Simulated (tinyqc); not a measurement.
## FinFET, parasitic resistance, capacitance and delay: effect of the number of fins

Nf fins under one contact; each has gated perimeter p = 2 Hf + Wf and cross-section A = Hf Wf; contact width Wc = Nf pf, stack height Hs = Hf. Contact length Lc = CPP - Lg - 2 Lsp, shared by two neighbouring gates. Source and drain sides are equal. The formulas are first-order estimates, not field solutions.

Epitaxy sheet resistance Rsh = re/te, transfer length LT = sqrt(rc/Rsh), contact Rc = [sqrt(rc Rsh)/Wc] coth(Lc/(2 LT)); extension of one fin Rx = rx Lsp/A. With N fins: gate Cg = Cinv p N Lg; per side, plate Cp = ks eps0 [Wc (Hs + Hc) - N A]/Lsp, top fringe Cf = (2/pi) ks eps0 Wc ln(1 + Lg/(2 Lsp)), overlap Co = Cinv p N Lov. One fin: I = p Q vx u/(1 + |u|^1.8)^(1/1.8), Q = Cinv n Vt ln(1 + exp((Vg' - VT + dl Vd')/(n Vt))), u = Vd' mu/(vx Lg), Vg' = Vgs - v, Vd' = Vds - 2 v, with the drop on each side v = Rc (sum of I) + Rx I. Ieff = [I(Vgs = Vdd, Vds = Vdd/2) + I(Vdd/2, Vdd)]/2, total currents. With Cs = Cp + Cf + Co, the load of an inverter of two such devices driving an equal one is CL = 2 (Cg + 2 Cs) + 4 Cs + Cw (own drains counted twice for the Miller effect); delay CL Vdd/(2 Ieff).

Values chosen for this exercise; values close to those of silicon logic devices: temperature T = 300 K; fin height Hf = 55 nm; fin width Wf = 8 nm; fin pitch pf = 34 nm; contacted gate pitch CPP = 51 nm; gate length Lg = 18 nm; spacer length Lsp = 5 nm; relative permittivity of the spacer ks = 5.5; gate height above the channel stack Hc = 30 nm; contact resistivity rc = 9e-10 ohm cm^2; resistivity of the source-drain epitaxy re = 0.00054 ohm cm; current-carrying depth of the epitaxy te = 25 nm; resistivity of the extension rx = 0.00048 ohm cm; gate overlap Lov = 2 nm; inversion capacitance Cinv = 2.4 uF/cm^2; injection velocity vx = 1.6e7 cm/s; apparent mobility mu = 310 cm^2/(V s); threshold at zero drain voltage VT = 0.29 V; barrier lowering dl = 0.062 V/V; subthreshold factor n = 1.2; wire load Cw = 0.27 fF; supply voltage Vdd = 0.75 V.

Constants: q = 1.602176634e-19 C, kB = 1.380649e-23 J/K, eps0 = 8.8541878128e-12 F/m, Vt = kB T/q. Results are converted to the units shown.

Results:
```
Nf  Rc (ohm)  Rx/N (ohm)  Ieff (uA)  CL (aF)  delay (ps)
1      254.0       54.55      114.0    616.8       2.029
2      127.0       27.27      228.0    963.7       1.585
3      84.68       18.18      342.0     1311       1.437
4      63.51       13.64      456.0     1657       1.363
6      42.34       9.091      684.1     2351       1.289
```

Estimate the missing row, Nf = 5.

Computed row:
```
Nf  Rc (ohm)  Rx/N (ohm)  Ieff (uA)  CL (aF)  delay (ps)
5      50.81       10.91      570.1     2004       1.318
```

With this row back in the table: As Nf goes from 1 to 6, Ieff rises from 114 to 684 uA, CL rises from 617 to 2350 aF and the delay falls from 2.03 to 1.29 ps. From the first row to the last Ieff grows by a factor of 6.00 and CL by 3.81; the first step changes the delay by -22 %, the last by -2.2 %.

Program tinyqc, `OMP_NUM_THREADS=1 python tinyqc.py 2170170 2170171 out.jsonl`; Intel Xeon 2.30GHz, shared host, one thread, about 0.04 s.
